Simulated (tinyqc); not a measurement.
Off-state leakage of single and stacked transistors: two steps of the calculation.

n-channel devices of unit width. Subthreshold current I(Vg, Vs, Vd) = I0 (T/300 K)^0.5 exp[(Vg - Vs - VT(T) - gb (Vs - Vb) + dd (Vd - Vs))/(nf Vt)] (1 - exp(-(Vd - Vs)/Vt)), VT(T) = VT - cT (T - 300 K). Gate-edge tunnelling Ig (Vd/1 V) exp(ag (Vd - 1 V)), for a gate at 0 V, and band-to-band leakage Ab u exp(-Bb/u), u = Vd - Vb + 1 V, flow at a drain held at V; both are taken as independent of T. In a stack of off transistors (all gates at 0 V) the same subthreshold current passes through each.

Parameters, values chosen for the exercise; values of the order met in bulk silicon logic transistors:
```
symbol,value,unit,meaning
T,378,K,temperature
V,1.2,V,supply voltage
VT,0.41,V,"threshold at 300 K, zero drain and body bias"
cT,0.9,mV/K,fall of the threshold with temperature
I0,0.14,uA/um,current at threshold at 300 K
nf,1.33,,slope factor
dd,0.15,,drain-induced lowering per volt
gb,0.16,,rise of the threshold per volt of source-body bias
Ig,6e-5,uA/um,gate-edge tunnelling current at 1 V
ag,5.5,1/V,exponential slope of the gate current
Ab,1,uA/(um V),prefactor of band-to-band leakage at the drain
Bb,20,V,its exponential voltage
Vb,-0.6,V,body voltage
```

Constants: q = 1.602176634e-19 C, kB = 1.380649e-23 J/K, Vt = kB T/q. Results are converted to the units shown.

Problem 1. Leakage of one transistor. Vg = Vs = 0, Vd = V; effective threshold VT(T) - gb Vb - dd V.

Find: effective threshold; parts; total; shares.

Solution 1.

effective threshold = 0.2558 V
parts (nA/um): subthreshold 0.4286, gate edge 0.2163, band-to-band 2.213
total = 2.858 nA/um
shares (%): subthreshold 14.99, gate edge 7.568, band-to-band 77.44

The band-to-band part is the largest.

Problem 2. New Vx. Stack of two, Vx the node between them: I_low = I(0, 0, Vx), I_up = I(0, Vx, V), f = ln(I_up/I_low), f' = -(1 + gb + 2 dd)/(nf Vt) - 1/(Vt (exp(Vx/Vt) - 1)) - 1/(Vt (exp((V - Vx)/Vt) - 1)), Vx(new) = Vx - f/f'.

Vx at the start = 0.123 V

Find: I_low; I_up; f; f'; Vx after iteration 1.

Solution 2.

I_low = 0.01006 nA/um
I_up = 0.01039 nA/um
f = 0.03287
f' = -34.42 1/V
Vx after iteration 1 = 0.1240 V

tinyqc, about 0.03 s, one thread, Intel Xeon 2.30GHz (shared host): `OMP_NUM_THREADS=1 python tinyqc.py 2242080 2242081 out.jsonl`
